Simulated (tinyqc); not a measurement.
Tight-binding t2g bands of a cubic perovskite: sweeps and comparisons. A value that a table varies takes the place of the one given here.

Orbitals yz, zx, xy (X, Y, Z below) times spin. E_xy = Dt + 2t (2 - cos x - cos y) + 2 td (1 - cos z) + 4 t2 (1 - cos x cos y) with x = kx a and so on; yz and zx follow by cyclic change, without Dt. Spin-orbit term -(Dso/3) L.sigma + Dso/3 with (L_k)_ij = -i epsilon_kij in X, Y, Z: for Dt = 0 the quartet lies at 0 and the doublet at Dso.

Constants: hbar^2/2m0 = 3.80998211 eV angstrom^2.

Values chosen for the exercise (of the size met in SrTiO3 and KTaO3; shifted at random, so the results belong to these values and not to a real crystal):

| symbol | value | unit | meaning |
|---|---|---|---|
| t | 0.503 | eV | strong hopping |
| td | 0.018 | eV | weak hopping |
| t2 | 0.048 | eV | diagonal hopping in the plane of the orbital |
| Dso | 0.414 | eV | spin-orbit splitting at Gamma |
| Dt | -0.205 | eV | shift of xy (tetragonal field or confinement) |
| a | 4.039 | angstrom | lattice constant |
| k | (0.22, 0.05, 0.15) | 2 pi/a | wave vector |

## Bands along [100] with and without spin-orbit coupling

k = (x,0,0). The plain columns hold the three orbital energies without spin-orbit coupling, sorted.

Levels (eV):

| x (2 pi/a) | plain 1 | plain 2 | plain 3 | pair 1 | pair 2 | pair 3 |
|---|---|---|---|---|---|---|
| 0.00 | -0.2050 | 0.0000 | 0.0000 | -0.1553 | 0.0000 | 0.3643 |
| 0.02 | -0.1956 | 0.0003 | 0.0094 | -0.1467 | 0.0048 | 0.3700 |
| 0.04 | -0.1674 | 0.0011 | 0.0376 | -0.1213 | 0.0191 | 0.3876 |
| 0.06 | -0.1209 | 0.0025 | 0.0841 | -0.0812 | 0.0424 | 0.4186 |
| 0.10 | 0.0069 | 0.0238 | 0.2288 | 0.0149 | 0.1307 | 0.5279 |
| 0.15 | 0.0148 | 0.2888 | 0.4938 | 0.0835 | 0.3692 | 0.7588 |
| 0.20 | 0.0249 | 0.6228 | 0.8278 | 0.1188 | 0.6973 | 1.0733 |
| 0.30 | 0.0471 | 1.3632 | 1.5682 | 0.1609 | 1.4346 | 1.7970 |
| 0.50 | 0.0720 | 2.1910 | 2.3960 | 0.1939 | 2.2613 | 2.6177 |

What does this show, and why?

At the zone edge the heavy yz band has risen by 0.072 eV (4 td) and the light ones by 2.396 eV (4t + 8 t2). Spin-orbit coupling mixes the orbitals while their spacing is below Dso = 0.414 eV: the lowest pair lies +48.9 meV from the plain band at x = 0.02 and +121.9 meV at the edge, where yz has parted from the other two and its offset tends to Dso/3 = 138.0 meV; zx and xy, 205 meV apart without the coupling, still mix there. With Dt < 0 the lowest plain band at Gamma is xy, and yz passes below it further out.

## Order of the levels against the shift of xy

Levels at Gamma, the xy weight of the lowest pair and its mass along [100] from m/m0 = c q^2/(E(q) - E(0)), q = 0.001 (2 pi/a).

At Gamma:

| Dt (eV) | pair 1 (eV) | pair 2 (eV) | pair 3 (eV) | xy weight of pair 1 | mass (m0) |
|---|---|---|---|---|---|
| -0.30 | -0.2363 | 0.0000 | 0.3503 | 0.873 | 0.415 |
| -0.15 | -0.1105 | 0.0000 | 0.3745 | 0.797 | 0.433 |
| -0.08 | -0.0565 | 0.0000 | 0.3905 | 0.744 | 0.445 |
| -0.03 | -0.0205 | 0.0000 | 0.4045 | 0.698 | 0.457 |
| -0.01 | -0.0067 | 0.0000 | 0.4107 | 0.677 | 0.462 |
| 0.01 | 0.0000 | 0.0066 | 0.4174 | 0.000 | 0.757 |
| 0.03 | 0.0000 | 0.0195 | 0.4245 | 0.000 | 0.757 |
| 0.08 | 0.0000 | 0.0497 | 0.4443 | 0.000 | 0.757 |
| 0.15 | 0.0000 | 0.0867 | 0.4773 | 0.000 | 0.757 |

How do the results move?

For Dt > 0 the lowest pair is the pure yz, zx combination at 0, with mass 0.757 at Dt = 0.15 eV. For Dt < 0 it gains xy weight, 0.68 at -0.01 and 0.87 at -0.3 eV, and its mass tends to the light value 0.390; the scale of the change is Dso = 0.414 eV.

## What each parameter does

The three pairs at k. Each row changes one parameter from the base and keeps the others.

Results:

| case | pair 1 (eV) | pair 2 (eV) | pair 3 (eV) |
|---|---|---|---|
| base | 0.6494 | 0.9759 | 1.6057 |
| t = 0.5533 eV | 0.7011 | 1.0618 | 1.7244 |
| td = 0.027 eV | 0.6630 | 0.9835 | 1.6075 |
| t2 = 0.068 eV | 0.6886 | 1.0392 | 1.6754 |
| Dso = 0.5382 eV | 0.6574 | 1.0078 | 1.6900 |
| Dt = -0.235 eV | 0.6452 | 0.9518 | 1.6040 |

What can be read from the table?

The largest shifts from the base row, up to three for each result and ties (the steps differ in size, so this ranks the rows, not the parameters). pair 1 (eV): t +0.0517, t2 +0.0392, td +0.0136. pair 2 (eV): t +0.0859, t2 +0.0633, Dso +0.0319. pair 3 (eV): t +0.1187, Dso +0.0843, t2 +0.0697.

Run: tinyqc, `OMP_NUM_THREADS=1 python tinyqc.py 1480139 1480140 out.jsonl`; Intel(R) Xeon(R) Processor @ 2.30GHz, one thread, shared host; about 0.01 s of CPU time with all checks.
